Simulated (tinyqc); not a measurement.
Inside a calculation. Method: UHF in the sto-6g basis, for BeH2, spin multiplicity 1. This run ends on a higher stationary point, not on the lowest solution. One step of it, computed by the program tinyqc.

Question. Iteration 30 (converged): orbitals. Diagonalise F' = X^T F X, C = X C', fill 3 alpha and 3 beta electrons from the bottom; D(s) = C_occ C_occ^T. Each column has its largest component positive (the first on a tie).

converged F(alpha) (hartree), order 1Be 1s, 1Be 2s, 1Be 2px, 1Be 2py, 1Be 2pz, 2H 1s, 3H 1s:
$$\begin{pmatrix}
-4.620443 & -1.252985 & 0.000000 & 0.000000 & 0.001492 & -0.105944 & -0.105944 \\
-1.252985 & -0.531125 & 0.000000 & 0.000000 & -0.007328 & -0.253603 & -0.253603 \\
0.000000 & 0.000000 & 0.205692 & 0.000000 & 0.000000 & 0.000000 & 0.000000 \\
0.000000 & 0.000000 & 0.000000 & -0.052910 & 0.000000 & -0.251014 & 0.251014 \\
0.001492 & -0.007328 & 0.000000 & 0.000000 & 0.204980 & -0.013904 & -0.013904 \\
-0.105944 & -0.253603 & 0.000000 & -0.251014 & -0.013904 & -0.167198 & 0.003533 \\
-0.105944 & -0.253603 & 0.000000 & 0.251014 & -0.013904 & 0.003533 & -0.167198
\end{pmatrix}$$

converged F(beta) (hartree), order 1Be 1s, 1Be 2s, 1Be 2px, 1Be 2py, 1Be 2pz, 2H 1s, 3H 1s:
$$\begin{pmatrix}
-4.620443 & -1.252985 & 0.000000 & 0.000000 & 0.001492 & -0.105944 & -0.105944 \\
-1.252985 & -0.531125 & 0.000000 & 0.000000 & -0.007328 & -0.253603 & -0.253603 \\
0.000000 & 0.000000 & 0.205692 & 0.000000 & 0.000000 & 0.000000 & 0.000000 \\
0.000000 & 0.000000 & 0.000000 & -0.052910 & 0.000000 & -0.251014 & 0.251014 \\
0.001492 & -0.007328 & 0.000000 & 0.000000 & 0.204980 & -0.013904 & -0.013904 \\
-0.105944 & -0.253603 & 0.000000 & -0.251014 & -0.013904 & -0.167198 & 0.003533 \\
-0.105944 & -0.253603 & 0.000000 & 0.251014 & -0.013904 & 0.003533 & -0.167198
\end{pmatrix}$$

X, order 1Be 1s, 1Be 2s, 1Be 2px, 1Be 2py, 1Be 2pz, 2H 1s, 3H 1s:
$$\begin{pmatrix}
0.000000 & -0.502741 & 0.741279 & 0.000000 & -0.396499 & 0.340227 & 0.000000 \\
0.000000 & 0.958067 & -0.049756 & 0.000000 & -0.048520 & 0.571765 & 0.000000 \\
0.000000 & 0.000000 & 0.000000 & 1.000000 & 0.000000 & 0.000000 & 0.000000 \\
0.988279 & 0.000000 & 0.000000 & 0.000000 & 0.000000 & 0.000000 & 0.581663 \\
0.000000 & 0.064431 & 0.488093 & 0.000000 & 0.870485 & 0.037456 & 0.000000 \\
-0.702509 & -0.551911 & -0.352315 & 0.000000 & 0.189285 & 0.343495 & 0.409137 \\
0.702509 & -0.551911 & -0.352315 & 0.000000 & 0.189285 & 0.343495 & -0.409137
\end{pmatrix}$$

Give: F' = X^T F X; orbital energies; coefficients C; F' = X^T F X; orbital energies; coefficients C; D(alpha) after iteration 30; D(beta) after iteration 30.

Answer.

F' = X^T F X (alpha) (hartree):
$$\begin{pmatrix}
0.4769 & 0.0000 & 0.0000 & 0.0000 & 0.0000 & 0.0000 & 0.0699 \\
0.0000 & -0.1274 & 0.9797 & 0.0000 & -0.5308 & 0.5826 & 0.0000 \\
0.0000 & 0.9797 & -2.3357 & 0.0000 & 1.4299 & -1.5404 & 0.0000 \\
0.0000 & 0.0000 & 0.0000 & 0.2057 & 0.0000 & 0.0000 & 0.0000 \\
0.0000 & -0.5308 & 1.4299 & 0.0000 & -0.6007 & 0.8852 & 0.0000 \\
0.0000 & 0.5826 & -1.5404 & 0.0000 & 0.8852 & -1.4840 & 0.0000 \\
0.0699 & 0.0000 & 0.0000 & 0.0000 & 0.0000 & 0.0000 & -0.3140
\end{pmatrix}$$

orbital energies (alpha) (hartree): MO1 -4.6219, MO2 -0.3705, MO3 -0.3201, MO4 0.1978, MO5 0.2057, MO6 0.2468, MO7 0.4830

coefficients C (alpha), order 1Be 1s, 1Be 2s, 1Be 2px, 1Be 2py, 1Be 2pz, 2H 1s, 3H 1s:
$$\begin{pmatrix}
0.9950 & -0.1983 & 0.0000 & 0.0928 & 0.0000 & -0.1930 & 0.0000 \\
0.0194 & 0.6600 & 0.0000 & -0.3841 & 0.0000 & 0.8161 & 0.0000 \\
0.0000 & 0.0000 & 0.0000 & 0.0000 & 1.0000 & 0.0000 & 0.0000 \\
0.0000 & 0.0000 & 0.4931 & 0.0000 & 0.0000 & 0.0000 & 1.0353 \\
-0.0002 & 0.0150 & 0.0000 & 0.9022 & 0.0000 & 0.4329 & 0.0000 \\
-0.0022 & 0.3981 & 0.4689 & 0.2490 & 0.0000 & -0.6017 & -0.6641 \\
-0.0022 & 0.3981 & -0.4689 & 0.2490 & 0.0000 & -0.6017 & 0.6641
\end{pmatrix}$$

F' = X^T F X (beta) (hartree):
$$\begin{pmatrix}
0.4769 & 0.0000 & 0.0000 & 0.0000 & 0.0000 & 0.0000 & 0.0699 \\
0.0000 & -0.1274 & 0.9797 & 0.0000 & -0.5308 & 0.5826 & 0.0000 \\
0.0000 & 0.9797 & -2.3357 & 0.0000 & 1.4299 & -1.5404 & 0.0000 \\
0.0000 & 0.0000 & 0.0000 & 0.2057 & 0.0000 & 0.0000 & 0.0000 \\
0.0000 & -0.5308 & 1.4299 & 0.0000 & -0.6007 & 0.8852 & 0.0000 \\
0.0000 & 0.5826 & -1.5404 & 0.0000 & 0.8852 & -1.4840 & 0.0000 \\
0.0699 & 0.0000 & 0.0000 & 0.0000 & 0.0000 & 0.0000 & -0.3140
\end{pmatrix}$$

orbital energies (beta) (hartree): MO1 -4.6219, MO2 -0.3705, MO3 -0.3201, MO4 0.1978, MO5 0.2057, MO6 0.2468, MO7 0.4830

coefficients C (beta), order 1Be 1s, 1Be 2s, 1Be 2px, 1Be 2py, 1Be 2pz, 2H 1s, 3H 1s:
$$\begin{pmatrix}
0.9950 & -0.1983 & 0.0000 & 0.0928 & 0.0000 & -0.1930 & 0.0000 \\
0.0194 & 0.6600 & 0.0000 & -0.3841 & 0.0000 & 0.8161 & 0.0000 \\
0.0000 & 0.0000 & 0.0000 & 0.0000 & 1.0000 & 0.0000 & 0.0000 \\
0.0000 & 0.0000 & 0.4931 & 0.0000 & 0.0000 & 0.0000 & 1.0353 \\
-0.0002 & 0.0150 & 0.0000 & 0.9022 & 0.0000 & 0.4329 & 0.0000 \\
-0.0022 & 0.3981 & 0.4689 & 0.2490 & 0.0000 & -0.6017 & -0.6641 \\
-0.0022 & 0.3981 & -0.4689 & 0.2490 & 0.0000 & -0.6017 & 0.6641
\end{pmatrix}$$

D(alpha) after iteration 30, order 1Be 1s, 1Be 2s, 1Be 2px, 1Be 2py, 1Be 2pz, 2H 1s, 3H 1s:
$$\begin{pmatrix}
1.0293 & -0.1116 & 0.0000 & 0.0000 & -0.0032 & -0.0811 & -0.0811 \\
-0.1116 & 0.4360 & 0.0000 & 0.0000 & 0.0099 & 0.2627 & 0.2627 \\
0.0000 & 0.0000 & 0.0000 & 0.0000 & 0.0000 & 0.0000 & 0.0000 \\
0.0000 & 0.0000 & 0.0000 & 0.2432 & 0.0000 & 0.2312 & -0.2312 \\
-0.0032 & 0.0099 & 0.0000 & 0.0000 & 0.0002 & 0.0060 & 0.0060 \\
-0.0811 & 0.2627 & 0.0000 & 0.2312 & 0.0060 & 0.3784 & -0.0614 \\
-0.0811 & 0.2627 & 0.0000 & -0.2312 & 0.0060 & -0.0614 & 0.3784
\end{pmatrix}$$

D(beta) after iteration 30, order 1Be 1s, 1Be 2s, 1Be 2px, 1Be 2py, 1Be 2pz, 2H 1s, 3H 1s:
$$\begin{pmatrix}
1.0293 & -0.1116 & 0.0000 & 0.0000 & -0.0032 & -0.0811 & -0.0811 \\
-0.1116 & 0.4360 & 0.0000 & 0.0000 & 0.0099 & 0.2627 & 0.2627 \\
0.0000 & 0.0000 & 0.0000 & 0.0000 & 0.0000 & 0.0000 & 0.0000 \\
0.0000 & 0.0000 & 0.0000 & 0.2432 & 0.0000 & 0.2312 & -0.2312 \\
-0.0032 & 0.0099 & 0.0000 & 0.0000 & 0.0002 & 0.0060 & 0.0060 \\
-0.0811 & 0.2627 & 0.0000 & 0.2312 & 0.0060 & 0.3784 & -0.0614 \\
-0.0811 & 0.2627 & 0.0000 & -0.2312 & 0.0060 & -0.0614 & 0.3784
\end{pmatrix}$$
